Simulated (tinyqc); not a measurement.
Inside a calculation. Method: RHF in the 6-31g basis, for H-, spin multiplicity 1. The basis has no diffuse functions, so it cannot describe the extra electron: this is an exercise in the method, not the real anion. One step of it, computed by the program tinyqc.

Problem. Iteration 3: building the Fock matrix. J_ij = sum D_kl (ij|kl), K_ij = sum D_kl (ik|jl); F = H + J - 0.5 K; E = tr D H + tr D J / 2 - 0.25 tr D K + E_nn.

D after iteration 2:
```
          1H 1s     1H 2s
1H 1s  0.081491  0.345378
1H 2s  0.345378  1.463790
```

core Hamiltonian H = T + V (hartree):
```
           1H 1s      1H 2s
1H 1s  -0.257552  -0.482576
1H 2s  -0.482576  -0.398935
```

Two-electron integrals (ij|kl) in chemists' order, unique and non-zero (hartree):
```
(11|11) 1.076566   (21|11) 0.578470   (21|21) 0.329423   (22|11) 0.587396
(22|21) 0.361304   (22|22) 0.453150
```

nuclear repulsion = 0 hartree

Give: Coulomb J; exchange K; Fock matrix F; total energy of this density.

Solution.

Coulomb J (hartree):
```
        1H 1s   1H 2s
1H 1s  1.3471  0.8036
1H 2s  0.8036  0.9608
```

exchange K (hartree):
```
        1H 1s   1H 2s
1H 1s  0.9695  0.8927
1H 2s  0.8927  0.9397
```

Fock matrix F (hartree):
```
         1H 1s    1H 2s
1H 1s   0.6048  -0.1253
1H 2s  -0.1253   0.0920
```

total energy of this density = -0.420489 hartree
